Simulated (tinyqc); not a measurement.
Comparisons within one model: carrier statistics of a doped semiconductor with parabolic bands. A value that a table varies takes the place of the one given here.

Eg(T) = Eg0 - al T^2/(T + be); m_de = Mv^(2/3) (ml mt^2)^(1/3); m_dh = (mhh^(3/2) + mlh^(3/2))^(2/3); Nc and Nv from N = 2 (m kB T/(4 pi c))^(3/2) with c = hbar^2/2m0, in 1/angstrom^3; times 1e24 for 1/cm^3.

Energies are counted from Ev, so Ec = Eg. n = Nc F_1/2((EF - Eg)/kT), p = Nv F_1/2(-EF/kT), ND+ = ND/(1 + 2 exp((EF - Eg + ED)/kT)), NA- = NA/(1 + 4 exp((EA - EF)/kT)); neutrality asks p + ND+ = n + NA-. F_j(eta) = (1/Gamma(j + 1)) integral_0^infinity x^j dx/(1 + exp(x - eta)), which tends to exp(eta) for eta << 0.

Constants: hbar^2/2m0 = 3.80998211 eV angstrom^2; kB = 8.617333262e-05 eV/K.

Values chosen for the exercise (near those of Si; not measured data):
- Eg0 = 1.173 eV (gap at 0 K)
- al = 0.000473 eV/K (Varshni alpha)
- be = 639 K (Varshni beta)
- ml = 0.924 m0 (longitudinal electron mass)
- mt = 0.191 m0 (transverse electron mass)
- Mv = 6 (equivalent valleys)
- mhh = 0.533 m0 (heavy-hole mass)
- mlh = 0.153 m0 (light-hole mass)
- ND = 1.8e+18 1/cm^3 (donors)
- NA = 2.3e+12 1/cm^3 (acceptors)
- ED = 0.0451 eV (donor level below Ec)
- EA = 0.0451 eV (acceptor level above Ev)
- T = 300 K

## Temperature

Neutrality solved at each temperature; ni = sqrt(Nc Nv) exp(-Eg/2kT).

Carriers (1/cm^3):

| T (K) | EF (eV) | n | p | majority / \|ND - NA\| | ni | Eg (eV) |
|---|---|---|---|---|---|---|
| 30 | 1.1498 | 1.43e+14 | <1e-99 | 7.96e-05 | 1.87e-81 | 1.1724 |
| 50 | 1.1471 | 6.92e+15 | 1.81e-98 | 0.00385 | 1.12e-41 | 1.1713 |
| 77 | 1.1418 | 5.90e+16 | 2.69e-57 | 0.0328 | 1.26e-20 | 1.1691 |
| 120 | 1.1301 | 2.60e+17 | 9.80e-30 | 0.145 | 1.61e-06 | 1.1640 |
| 200 | 1.0991 | 7.52e+17 | 1.23e-09 | 0.418 | 3.07e+04 | 1.1504 |
| 300 | 1.0469 | 1.20e+18 | 29.1 | 0.665 | 5.95e+09 | 1.1277 |
| 450 | 0.9491 | 1.51e+18 | 4.86e+08 | 0.839 | 2.72e+13 | 1.0850 |
| 600 | 0.8360 | 1.64e+18 | 3.03e+12 | 0.908 | 2.23e+15 | 1.0356 |
| 800 | 0.6697 | 1.71e+18 | 2.96e+15 | 0.950 | 7.14e+16 | 0.9626 |
| 1000 | 0.5001 | 1.94e+18 | 2.07e+17 | 1.08 | 6.34e+17 | 0.8844 |

Ionisation is incomplete: the majority density is below 90 % of the net doping at 30, 50, 77, 120, 200, 300 and 450 K, down to a share of 8e-05. It is within 10 % of the net doping at 600, 800 and 1000 K. The majority density never exceeds the net doping by 10 %; ni is 6.34e+17 1/cm^3 at 1000 K against a net doping of 1.80e+18. EF goes from 1.150 eV to 0.500 eV, where midgap is 0.442 eV and the intrinsic level (Boltzmann) 0.404 eV.

## Doping level

Only donors are present (NA = 0); eta is the distance of EF beyond the conduction edge in units of kT.

Neutral state:

| ND (1/cm^3) | EF (eV) | majority (1/cm^3) | ionised share | eta |
|---|---|---|---|---|
| 1.0e+14 | 0.8037 | 1.00e+14 | 1.000 | -12.53 |
| 1.0e+15 | 0.8633 | 1.00e+15 | 1.000 | -10.23 |
| 1.0e+16 | 0.9227 | 9.96e+15 | 0.996 | -7.93 |
| 1.0e+17 | 0.9813 | 9.62e+16 | 0.962 | -5.66 |
| 1.0e+18 | 1.0350 | 7.59e+17 | 0.759 | -3.59 |
| 3.0e+18 | 1.0566 | 1.73e+18 | 0.577 | -2.75 |
| 1.0e+19 | 1.0775 | 3.78e+18 | 0.378 | -1.94 |
| 3.0e+19 | 1.0949 | 7.11e+18 | 0.237 | -1.27 |

The impurity level lies at 1.0826 eV. The ionised share falls from 1.000 to 0.237 as EF passes through it between 1e+19 and 3e+19 1/cm^3 (share 1/3 there); it is below one half from 1e+19 1/cm^3 on. Over the last two rows the doping grows threefold and the majority density by a factor 1.88. EF comes within 3 kT of the majority band edge from 3e+18 1/cm^3 on. Above roughly 4e+18 1/cm^3 (N^(1/3) a = 0.26, with the radius a = sqrt(c/(m E)) from the ionisation energy E and the mass (ml mt^2)^(1/3)) the levels merge with the band and real ionisation is complete; sharp levels then overstate freeze-out.

## What each input does

Neutrality solved anew for each case. Each row changes one parameter from the base and keeps the others.

Results:

| case | EF (eV) | n (1/cm^3) | p (1/cm^3) |
|---|---|---|---|
| base | 1.0469 | 1.20e+18 | 29.1 |
| T = 320 K | 1.0350 | 1.26e+18 | 621 |
| ND = 9e+17 1/cm^3 | 1.0328 | 6.97e+17 | 50.4 |
| NA = 1.15e+12 1/cm^3 | 1.0469 | 1.20e+18 | 29.1 |
| Eg0 = 1.223 eV | 1.0969 | 1.20e+18 | 4.21 |
| mt = 0.2292 m0 | 1.0433 | 1.25e+18 | 33.5 |
| mhh = 0.6396 m0 | 1.0469 | 1.20e+18 | 37.1 |
| ED = 0.0677 eV | 1.0403 | 9.30e+17 | 37.6 |

The largest shifts from the base row, up to three for each result and ties (the steps differ in size, so this ranks the rows, not the parameters). EF (eV): Eg0 +0.0500, ND -0.0142, T -0.0119; unchanged at the printed digits by NA and mhh. n (1/cm^3): ND -5.00e+17, ED -2.67e+17, T +6.11e+16; unchanged at the printed digits by NA, Eg0 and mhh. p (1/cm^3): T +591, Eg0 -24.9, ND +21.2; unchanged at the printed digits by NA.

(tinyqc, `OMP_NUM_THREADS=1 python tinyqc.py 1651773 1651774 out.jsonl`, Intel(R) Xeon(R) Processor @ 2.30GHz, 1 thread, shared host, about 0.01 s.)
